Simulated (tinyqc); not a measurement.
Worked calculation: Bethe-Salpeter matrix of a two-band chain (Tamm-Dancoff form). Values are carried at full precision from step to step, so a last printed digit may differ when a step is redone from the rounded ones.

One valence and one conduction band, lattice period 1, mesh k = 2 pi j/N. Pair energies D(k) = Eg + 2 t sum(1 - cos k), t = tc + tv. Screened attraction W(R) = U at R = 0 and V/|R| otherwise, R over the N cells with the nearest image; W(q) = sum_R W(R) cos(q R). H(k, k') = D(k) delta - W(k - k')/Nk + 2 J/Nk for singlets (J = 0 for triplets), Nk the number of k points. With a constant transition dipole the strength of a state is f = (sum_k A_k)^2/Nk, and the f sum to 1.

Parameters, chosen for this exercise:
```
symbol  value  unit  meaning
Eg      3.6    eV    quasiparticle gap
tc      0.9    eV    conduction hopping
tv      0.66   eV    valence hopping
U       1.02   eV    attraction in the same cell
V       0.46   eV    attraction at one cell distance
J       0.32   eV    exchange in the same cell
N       9            k points along each axis
```

## Pair energies and the kernel

List D(k), W(R) and W(q) on the mesh.

Mesh values (eV):
```
index j  D(k_j)  W(R = j)  W(q_j)
j0       3.6000    1.0200  2.9367
j1       4.3299    0.4600  1.4352
j2       6.1782    0.2300  0.7704
j3       8.2800    0.1533  0.5217
j4       9.6518    0.1150  0.3945
j5       9.6518    0.1150  0.3945
j6       8.2800    0.1533  0.5217
j7       6.1782    0.2300  0.7704
j8       4.3299    0.4600  1.4352
```

## The singlet matrix

Fill in H.

H (eV):
```
         j0       j1       j2       j3       j4       j5       j6       j7       j8
j0   3.3448  -0.0884  -0.0145   0.0131   0.0273   0.0273   0.0131  -0.0145  -0.0884
j1  -0.0884   4.0748  -0.0884  -0.0145   0.0131   0.0273   0.0273   0.0131  -0.0145
j2  -0.0145  -0.0884   5.9230  -0.0884  -0.0145   0.0131   0.0273   0.0273   0.0131
j3   0.0131  -0.0145  -0.0884   8.0248  -0.0884  -0.0145   0.0131   0.0273   0.0273
j4   0.0273   0.0131  -0.0145  -0.0884   9.3967  -0.0884  -0.0145   0.0131   0.0273
j5   0.0273   0.0273   0.0131  -0.0145  -0.0884   9.3967  -0.0884  -0.0145   0.0131
j6   0.0131   0.0273   0.0273   0.0131  -0.0145  -0.0884   8.0248  -0.0884  -0.0145
j7  -0.0145   0.0131   0.0273   0.0273   0.0131  -0.0145  -0.0884   5.9230  -0.0884
j8  -0.0884  -0.0145   0.0131   0.0273   0.0273   0.0131  -0.0145  -0.0884   4.0748
```

## Exciton levels and strengths

Diagonalise. For the lowest state give the amplitudes A_k (norm 1, largest positive) and f = (sum_k A_k)^2/Nk, Nk the size of the matrix.

levels (eV): 3.3228  4.0786  4.0829  5.8951  5.9516  8.0148  8.0317  9.3171  9.4889

amplitudes of the lowest state: j0 0.986, j1 0.119, j2 0.009, j3 -0.003, j4 -0.005, j5 -0.005, j6 -0.003, j7 0.009, j8 0.119

f of the lowest state = 0.167

The lowest state lies 0.2772 eV below the gap Eg = 3.6 eV and holds 17 % of the strength, against 11 % for one free pair. On a fine mesh the triplet and singlet bindings are 0.3868 and 0.2348 eV.

## Spectrum with and without the kernel

Distinct levels with their degeneracy and summed f, for singlets, beside the sorted triplet levels and free pairs.

Singlets:
```
E (eV)  degeneracy       f
3.3228           1  0.1667
4.0786           1  0.1778
4.0829           1  0.0000
5.8951           1  0.0000
5.9516           1  0.2165
8.0148           1  0.0000
8.0317           1  0.2471
9.3171           1  0.1919
9.4889           1  0.0000
```

triplet levels (eV): 3.1842  3.9685  4.0829  5.8133  5.8951  7.8796  8.0148  9.2161  9.4889

free pairs (eV): 3.6000  4.3299  4.3299  6.1782  6.1782  8.2800  8.2800  9.6518  9.6518

4 of the 9 singlets are dark; those whose amplitude vanishes at R = 0 also feel neither U nor J. The lowest singlet lies 0.1386 eV above the lowest triplet; first order gives 2 J f = 0.1746 eV with the f of the triplet envelope. The centre of the spectrum, sum f E = 6.3400 eV, equals mean D - U + 2J = 6.3400 eV.

## Checks

- Levels from the matrix in the electron-hole distance R against those in k: they agree to 1e-10 or better.

tinyqc: `OMP_NUM_THREADS=1 python tinyqc.py 1282628 1282629 out.jsonl`; about 0.07 s, one thread, shared Intel(R) Xeon(R) Processor @ 2.30GHz.
